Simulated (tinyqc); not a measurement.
Hubbard chain of 5 sites, step by step. Computed by tinyqc, a small Python program that keeps every step. Settings: hopping = 1.46, U = 1.6, mixing = 1, iteration cap = 80. Command: `OMP_NUM_THREADS=1 python tinyqc.py 23188 23189 out.jsonl` (the two numbers bound the seeds that draw the settings). One thread of a shared host (Intel(R) Xeon(R) Processor @ 2.60GHz), about 0.2 s of CPU time with the checks. Later iterations appear only in the table of the cycle.

## Mean-field iteration 1

one-body matrix (hopping and site energies) (eV), lower triangle:
```
           1          2          3          4         5
1   0.000000
2  -1.460000   0.000000
3   0.000000  -1.460000   0.000000
4   0.000000   0.000000  -1.460000   0.000000
5   0.000000   0.000000   0.000000  -1.460000  0.000000
```

U = 1.600000 eV

electrons, up and down: 3  2

mixing = 1

n(up) at the start (a guess, not normalised): 1 0.650000, 2 0.550000, 3 0.650000, 4 0.550000, 5 0.650000

n(down) at the start (a guess): 1 0.350000, 2 0.450000, 3 0.350000, 4 0.450000, 5 0.350000

H(up) = T + U n(down), H(down) = T + U n(up); fill the lowest levels; n(new) = n + mixing (n(out) - n); E = tr T (rho up + rho down) + U sum n_up n_down of the output.

levels, up (eV): -1.890059  -0.822190  0.560000  2.102190  3.170059

levels, down (eV): -1.570059  -0.502190  1.040000  2.422190  3.490059

energy = -6.129561 eV

n(up) after iteration 1: 1 0.682980, 2 0.478417, 3 0.677207, 4 0.478417, 5 0.682980

n(down) after iteration 1: 1 0.317020, 2 0.521583, 3 0.322793, 4 0.521583, 5 0.317020

## Mean-field iteration 2

As before.

levels, up (eV): -1.859930  -0.798260  0.510312  2.140026  3.207852

levels, down (eV): -1.607852  -0.540026  1.089688  2.398260  3.459930

energy = -6.139543 eV

n(up) after iteration 2: 1 0.700151, 2 0.456310, 3 0.687077, 4 0.456310, 5 0.700151

n(down) after iteration 2: 1 0.299849, 2 0.543690, 3 0.312923, 4 0.543690, 5 0.299849

## Convergence

Each step fills the lowest levels of T + U n(other spin) and sets n(new) = n + mixing (n(out) - n); stop when output and input agree to 1e-8.

Course of the cycle:
```
iteration       E (eV)  largest |n(out) - n(in)|  mean |n_up - n_down|
1          -6.12956093                  7.16e-02              0.234533
2          -6.13954330                  2.21e-02              0.269903
3          -6.14086672                  7.96e-03              0.282640
4          -6.14104278                  2.88e-03              0.287240
5          -6.14106621                  1.04e-03              0.288907
6          -6.14106933                  3.78e-04              0.289512
7          -6.14106974                  1.37e-04              0.289732
8          -6.14106979                  5.00e-05              0.289812
9          -6.14106980                  1.82e-05              0.289841
10         -6.14106980                  6.64e-06              0.289851
11         -6.14106980                  2.42e-06              0.289855
12         -6.14106980                  8.83e-07              0.289857
13         -6.14106980                  3.22e-07              0.289857
14         -6.14106980                  1.17e-07              0.289857
15         -6.14106980                  4.28e-08              0.289857
16         -6.14106980                  1.56e-08              0.289857
17         -6.14106980                  5.70e-09              0.289857
```

local moments n_up - n_down: 1 0.421333, 2 -0.112322, 3 0.381979, 4 -0.112322, 5 0.421333

Converged in 17 iterations. Before convergence this energy mixes input and output and is not variational, so it may rise towards its limit.

## Exact diagonalisation (100 states)

Lowest levels of the sector, and the double occupancy of the lowest state.

lowest levels (eV): -6.295136  -4.998920  -4.344760  -4.016462  -3.966516  -3.336935

double occupancy per site = 0.186825

The mean-field solution above lies 0.1541 eV above the exact energy.

## The lowest level by Lanczos steps

From a random start vector (not printed): a_j = <q_j|H|q_j>, b_j = norm of the remainder after orthogonalising; the Ritz value is the lowest eigenvalue of the tridiagonal matrix of a and b so far.

Lanczos:
```
j    a_j (eV)  b_j (eV)  lowest Ritz value (eV)
1   -0.686840  4.748525             -0.68684022
2    0.421959  4.317234             -4.91321985
3    2.759987  3.810070             -5.97537798
4    2.435263  3.796542             -6.21324592
5    2.882849  3.686344             -6.27519162
6    3.211115  3.578968             -6.28995271
7    3.046830  4.230566             -6.29314358
8    2.292367  3.759992             -6.29433013
9    1.291996  3.565219             -6.29483272
10   1.625303  3.135524             -6.29504918
```
